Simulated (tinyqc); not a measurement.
# Worked calculation: pillar capacitor in an array: capacitance, non-linearity, leakage and relaxation

Computed by the program tinyqc: `OMP_NUM_THREADS=1 python tinyqc.py 2102188 2102189 out.jsonl`, one thread of a shared Intel Xeon 2.30GHz, about 0.01 s for the whole run. Printed values are rounded.

A film between two metal electrodes, each interface adding a series capacitance ci. The small-signal permittivity is ek (1 + aq E^2); the field is found with the linear permittivity. Leakage J = J0 sinh(E/Ef). After a voltage step the film passes a relaxation current kr C V tt^(-nr), tt being the time in seconds. The sidewall is a coaxial capacitor with radii a = dm/2 and b = dm/2 + t, depth AR dm; the end face is left out.

Values chosen for this exercise; permittivity of the order of that of hafnium oxide:
- ek = 22.7 (relative permittivity of the film)
- t = 13 nm (film thickness)
- ci = 1000 uF/cm^2 (capacitance of each electrode interface (dead layer and screening))
- aq = 0.0048 cm^2/MV^2 (quadratic field coefficient of the permittivity)
- V = 1 V (bias)
- J0 = 2e-11 A/cm^2 (leakage prefactor)
- Ef = 0.19 MV/cm (field for an e-fold rise of the leakage)
- dm = 66 nm (diameter of the pillar)
- AR = 20 (aspect ratio, depth over diameter)
- pt = 140 nm (pitch of the square array)
- rho = 1700 uohm cm (resistivity of the inner electrode)

Constants: eps0 = 8.8541878128e-14 F/cm where lengths are in cm. Results are converted to the units shown.

## Planar capacitance, field and non-linearity

Planar film: Cf = eps0 ek/t, 1/C = 1/Cf + 2/ci, EOT = 3.9 eps0/C, effective permittivity C t/eps0, E = (V/t) C/Cf; quadratic coefficient [C(V)/C - 1]/V^2 with Cf (1 + aq E^2) in C(V).

Cf = 1.546077 uF/cm^2
C = 1.541311 uF/cm^2
EOT = 2.240386 nm
effective permittivity = 22.63002
E = 0.7668595 MV/cm
quadratic coefficient = 2814.027 ppm/V^2
J = 5.658764e-10 A/cm^2

The interfaces take 0.308 % of the voltage.

## Cell capacitance, fields and time constant

Per length 1/c = ln(b/a)/(2 pi eps0 ek) + (1/a + 1/b)/(2 pi ci); cell capacitance c AR dm; per footprint over pt^2; fields c V/(2 pi eps0 ek r) at r = a and b; resistance of the inner electrode rho AR dm/(pi a^2); time constant R C/3 of the distributed line.

a = 33 nm
b = 46 nm
cell capacitance = 5.003221 fF
capacitance per footprint = 25.52664 uF/cm^2
field at a = 0.9095097 MV/cm
field at b = 0.6524744 MV/cm
R = 6.559113 kohm
R C/3 = 10.93890 ps

The array gives 16.6 times the planar capacitance per footprint; curvature makes the field at the inner electrode 1.19 times the planar value.
